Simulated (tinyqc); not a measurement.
From drift velocity back to optical or intervalley deformation potential D_o: hot carriers by balance equations with a heated Maxwellian. Computed by tinyqc, a small Python program. Command: `OMP_NUM_THREADS=1 python tinyqc.py 3017544 3017545 out.jsonl hot inv`. One thread of a shared host (Intel(R) Xeon(R) Processor @ 2.30GHz), about 0.06 s of CPU time with the checks.

The carriers follow a Maxwellian at an electron temperature T_e, slightly displaced; the drift energy is neglected against k_B T_e. The balance averages the rate, not the time, so mu_0 lies below the relaxation-time value.

Inputs (values chosen for the exercise, modelled on electrons in germanium):

| quantity | value | unit |
|---|---|---|
| effective mass m | 0.219 | m_0 |
| density rho | 5323 | kg/m^3 |
| sound velocity v_l | 5410 | m/s |
| acoustic deformation potential D_A | 11 | eV |
| phonon energy hbar w | 31.8 | meV |
| final valleys Z_f | 3 | - |
| lattice temperature T | 350 | K |
| electric field F | 0.76 | kV/cm |
| iteration cap | 300 | - |

Band: parabolic. Solver: Newton.

Constants: k_B = 8.617333262e-05 eV/K; k_B = 1.380649e-23 J/K; e = 1.602176634e-19 C; hbar = 1.054571817e-34 J s; m_0 = 9.1093837015e-31 kg; hbar = 6.582119569e-16 eV s.

Method:
- Parabolic band: E = hbar^2 k^2/(2 m), speed v = hbar k/m, states per spin, volume and energy g(E) = m k/(2 pi^2 hbar^2). Masses are multiplied by m_0 and all formulas are in SI units.
- Phonon occupation N_q = 1/(exp(hbar w/(k_B T)) - 1).
- Acoustic deformation potential (elastic, equipartition, absorption and emission together): 1/tau = 2 pi k_B T D_A^2 g(E)/(hbar rho v_l^2).
- Optical or intervalley deformation potential: 1/tau = (pi Z_f D_o^2/(rho w)) [N_q g(E + hbar w) + (N_q + 1) g(E - hbar w)], with g = 0 below the band edge.
- Averages over the Maxwellian, <y> = int y x^(1/2) exp(-x) dx / int x^(1/2) exp(-x) dx with x = E/(k_B T_e), split at x_0 = hbar w/(k_B T_e): 64 Gauss-Legendre points in sqrt(x) below it and 128 in sqrt(x - x_0) above it, up to x = 32. Momentum balance: mu(T_e) = e/(m nu), nu = <x (sum of rates)>/<x>. Power lost per carrier: P(T_e) = hbar w <emission rate - absorption rate> + <(2 m v_l^2/(k_B T)) (E - 2 k_B T) acoustic rate>.
- Energy relaxation time at weak heating: tau_E = (3/2) k_B / (dP/dT_e), the derivative by a central difference of +/- 0.5 K at T_e = T.
- Newton: h(T_e) = P - e mu F^2, T_new = T_e - h/h', with h' by a central difference of +/- 0.5 K, limited to the range T to 3 T_e.
- Start at T_e = 1.5 T; stop when T_e moves by less than 1e-6 K or exceeds 1e6 K.
- v = mu(T_e) F; warm-carrier coefficient (mu/mu_0 - 1)/F^2.

Task: A run gave the result below. Find the optical or intervalley deformation potential D_o, known to lie between 5 and 8.6 1e8 eV/cm.

drift velocity = 0.09577694 1e7 cm/s

Result:

Each step takes the trial c = (a f_b - b f_a)/(f_b - f_a), f being the result less the target and a, b, c the logarithms of the listed values; c replaces end b, the old b replaces a if the sign of f changed, and otherwise f_a is halved.

Scan of the range:

| optical or intervalley deformation potential D_o (1e8 eV/cm) | drift velocity (1e7 cm/s) |
|---|---|
| 5.00 | 0.108013 |
| 5.47 | 0.100335 |
| 5.99 | 0.092309 |
| 6.56 | 0.084169 |
| 7.18 | 0.076133 |
| 7.86 | 0.068278 |
| 8.60 | 0.060789 |

False position (Illinois rule, in the logarithm of the input) inside the bracket:

| step | end a | end b | trial | drift velocity (1e7 cm/s) |
|---|---|---|---|---|
| 1 | 5.47000 | 5.99000 | 5.75953 | 0.0957995 |
| 2 | 5.99000 | 5.75953 | 5.76099 | 0.0957770 |
| 3 | 5.99000 | 5.76099 | 5.76101 | 0.0957768 |
| 4 | 5.76099 | 5.76101 | 5.76100 | 0.0957769 |

Drift velocity falls at every point of a 13-point scan of the range (every second point is shown), so one value fits; it is bracketed by 5.47 and 5.99. Answer: optical or intervalley deformation potential D_o = 5.761 1e8 eV/cm.
